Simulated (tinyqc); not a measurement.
Phonon transmission through an interface between two chains by Green functions: one step, computed by the program tinyqc.

Two semi-infinite chains (masses m_1, m_2; springs k_1, k_2), motion along the chain. The central region holds the end atom of each chain and three interlayer atoms of mass m_b, joined by springs k_b. lambda = omega^2 in eV/(angstrom^2 u); nu = 15.6333042 THz x sqrt(lambda).

Task: Self-energies and the matrix at the probe frequency. In chain i, sin(q_i a/2) = nu/nu_max,i. An outgoing wave makes the next atom move as exp(i q_i a) times the end atom, so the lead adds the self-energy Sigma_i = -k_i exp(i q_i a) to the force-constant matrix; Gamma_i = -2 Im Sigma_i = 2 k_i sin(q_i a). A = lambda M - K - Sigma over the central atoms, with K_ii the sum of the springs at i, K_(i,i+1) = -k_b; G = inverse of A; transmission = Gamma_1 Gamma_2 |G_(first,last)|^2.

Inputs (values chosen for the exercise, for two model chains):
```
quantity,value,unit
mass m_1,64,u
spring k_1,9.4,eV/angstrom^2
mass m_2,59.5,u
spring k_2,17.2,eV/angstrom^2
junction spring k_b,3.93,eV/angstrom^2
interlayer mass m_b,80.2,u
```

Atoms in the interlayer: three.

probe frequency = 1.318097 THz

band top of chain 1 = 11.98270 THz

band top of chain 2 = 16.81073 THz

Constants: nu for 1 eV/(angstrom^2 u) = 15.6333042 THz.

Give: q_1 a; q_2 a; Gamma_1; Gamma_2; A (complex symmetric).

Result:

q_1 a = 0.22045 rad

q_2 a = 0.15698 rad

Gamma_1 = 4.1109 eV/angstrom^2

Gamma_2 = 5.3779 eV/angstrom^2

A (complex symmetric) (eV/angstrom^2):
```
,end of 1,layer 1,layer 2,layer 3,end of 2
end of 1,-3.7025+2.0555i,3.9300,0.0000,0.0000,0.0000
layer 1,3.9300,-7.2899,3.9300,0.0000,0.0000
layer 2,0.0000,3.9300,-7.2899,3.9300,0.0000
layer 3,0.0000,0.0000,3.9300,-7.2899,3.9300
end of 2,0.0000,0.0000,0.0000,3.9300,-3.7185+2.6889i
```
